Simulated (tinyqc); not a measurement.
Inside a calculation. Method: Hueckel theory of the pi electrons, for the molecule Clc1ccccc1-c1ccncc1 (SMILES; centres numbered as the heavy atoms are written). One step of it, computed by the program tinyqc.

Question. Energy, charges, bond orders. E = sum n x; q_r = z_r - P_rr; bond order p = P_rs; free valence = sqrt(3) - sum of p over the bonds of the atom.

x values: [2.326611, 2.039657, 1.837966, 1.420184, 1.000000, 0.968488, 0.764456, -0.624829, -1.000000, -1.010740, -1.234029, -1.848706, -2.269058]

occupations: [2.000000, 2.000000, 2.000000, 2.000000, 2.000000, 2.000000, 2.000000, 0.000000, 0.000000, 0.000000, 0.000000, 0.000000, 0.000000]

charge and bond-order matrix P:
```
           1Cl         2C         3C         4C         5C         6C         7C         8C
1Cl   1.986455   0.115939  -0.071101  -0.013724   0.049153  -0.006646  -0.064133  -0.014319
2C    0.115939   0.980627   0.671924   0.010617  -0.320816  -0.007292   0.614009   0.021396
3C   -0.071101   0.671924   1.008942   0.661250  -0.006712  -0.322910   0.007187  -0.040344
4C   -0.013724   0.010617   0.661250   0.991613   0.659157   0.007766  -0.305339  -0.018363
5C    0.049153  -0.320816  -0.006712   0.659157   1.006092   0.676727  -0.007167  -0.042821
6C   -0.006646  -0.007292  -0.322910   0.007766   0.676727   0.991159   0.618429   0.018958
7C   -0.064133   0.614009   0.007187  -0.305339  -0.007167   0.618429   1.009991   0.372431
8C   -0.014319   0.021396  -0.040344  -0.018363  -0.042821   0.018958   0.372431   0.955331
9C    0.022423  -0.143467  -0.002077   0.111087   0.003881  -0.144410  -0.007153   0.616049
10C   0.006036  -0.022778   0.007964   0.020167   0.009498  -0.022230  -0.044259   0.054163
11N  -0.019108   0.109285  -0.000534  -0.093625  -0.005944   0.109650   0.016308  -0.299298
12C   0.006036  -0.022778   0.007964   0.020167   0.009498  -0.022230  -0.044259   0.054163
13C   0.022423  -0.143467  -0.002077   0.111087   0.003881  -0.144410  -0.007153   0.616049

            9C        10C        11N        12C        13C
1Cl   0.022423   0.006036  -0.019108   0.006036   0.022423
2C   -0.143467  -0.022778   0.109285  -0.022778  -0.143467
3C   -0.002077   0.007964  -0.000534   0.007964  -0.002077
4C    0.111087   0.020167  -0.093625   0.020167   0.111087
5C    0.003881   0.009498  -0.005944   0.009498   0.003881
6C   -0.144410  -0.022230   0.109650  -0.022230  -0.144410
7C   -0.007153  -0.044259   0.016308  -0.044259  -0.007153
8C    0.616049   0.054163  -0.299298   0.054163   0.616049
9C    1.008324   0.680505  -0.028815  -0.319495   0.008324
10C   0.680505   0.925345   0.645900  -0.074655  -0.319495
11N  -0.028815   0.645900   1.202455   0.645900  -0.028815
12C  -0.319495  -0.074655   0.645900   0.925345   0.680505
13C   0.008324  -0.319495  -0.028815   0.680505   1.008324
```

Centres:
```
centre  z_r, pi electrons of the neutral centre         h
1Cl                                           2  1.870000
2C                                            1  0.000000
3C                                            1  0.000000
4C                                            1  0.000000
5C                                            1  0.000000
6C                                            1  0.000000
7C                                            1  0.000000
8C                                            1  0.000000
9C                                            1  0.000000
10C                                           1  0.000000
11N                                           1  0.500000
12C                                           1  0.000000
13C                                           1  0.000000
```

Bonds:
```
i    j         k
1    2  0.350000
2    3         1
3    4         1
4    5         1
5    6         1
6    7         1
7    8         1
8    9         1
9   10         1
10  11         1
11  12         1
12  13         1
7    2         1
13   8         1
```

Give: pi energy = 14 alpha + this times beta; pi charges; Bond orders and lengths from R = 1.517 - 0.180 p; free valence of the carbons; gap between the highest filled and the next level.

Answer.

pi energy = 14 alpha + this times beta = 20.715

pi charges: 1Cl 0.014, 2C 0.019, 3C -0.009, 4C 0.008, 5C -0.006, 6C 0.009, 7C -0.010, 8C 0.045, 9C -0.008, 10C 0.075, 11N -0.202, 12C 0.075, 13C -0.008

Bond orders and lengths from R = 1.517 - 0.180 p (angstrom, C-C alone):
```
bond       p      R
1-2    0.116      -
2-3    0.672  1.396
3-4    0.661  1.398
4-5    0.659  1.398
5-6    0.677  1.395
6-7    0.618  1.406
7-8    0.372  1.450
8-9    0.616  1.406
9-10   0.681  1.395
10-11  0.646      -
11-12  0.646      -
12-13  0.681  1.395
7-2    0.614  1.406
13-8   0.616  1.406
```

free valence of the carbons: 2C 0.330, 3C 0.399, 4C 0.412, 5C 0.396, 6C 0.437, 7C 0.127, 8C 0.128, 9C 0.435, 10C 0.406, 12C 0.406, 13C 0.435

gap between the highest filled and the next level = 1.389 |beta|
